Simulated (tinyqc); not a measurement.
Piezoresistors in the (001) plane of a cubic crystal: effect of the direction of the resistor.

Plane stress in crystal axes x = [100], y = [010]. First-order piezoresistance: d rho_xx/rho = p11 sxx + p12 syy, d rho_yy/rho = p12 sxx + p11 syy, d rho_xy/rho = p44 sxy; a resistor along d = (cos th, sin th) changes by dR/R = d.(d rho/rho).d. Changes of geometry and second-order terms are left out.

For uniaxial stress along or across the current: pL = p11 - (A/2) sin^2(2 th), pT = p12 + (A/2) sin^2(2 th), A = p11 - p12 - p44. dR/R is for the given stress.

Inputs (values chosen for the exercise); coefficients close to those of lightly doped n-type silicon: piezoresistive coefficient p11 = -107 x 1e-11/Pa; piezoresistive coefficient p12 = 56.4 x 1e-11/Pa; piezoresistive coefficient p44 = -14 x 1e-11/Pa; stress sxx Sx = 190 MPa; stress syy Sy = 161 MPa; shear stress sxy St = 53 MPa.

Results:
```
th (deg),pL (1e-11/Pa),pT (1e-11/Pa),pL - pT (1e-11/Pa),dR/R (%)
0,-107.00,56.400,-163.40,-11.250
10,-98.262,47.662,-145.92,-11.360
20,-76.136,25.536,-101.67,-11.172
45,-32.300,-18.300,-14.000,-9.6223
60,-50.975,0.37500,-51.350,-8.3382
75,-88.325,37.725,-126.05,-7.1994
90,-107.00,56.400,-163.40,-6.5110
```

Estimate the missing row, th = 30 deg.

Computed row:
```
th (deg),pL (1e-11/Pa),pT (1e-11/Pa),pL - pT (1e-11/Pa),dR/R (%)
30,-50.975,0.37500,-51.350,-10.708
```

With this row back in the table: The sum pL + pT = p11 + p12 = -50.6 holds in every row. |pL - pT|, which sets the output of a bridge under uniaxial stress, is largest at 0 and 90 degrees (163) and is 14.0 at 45 degrees. The change dR/R goes from -11.2 through a minimum of -11.4 (at th = 10 deg among the rows listed) to -6.51 %.

Numbers from tinyqc (`OMP_NUM_THREADS=1 python tinyqc.py 2530120 2530121 out.jsonl`; about 0.01 s on one thread of a shared Intel Xeon 2.30GHz).
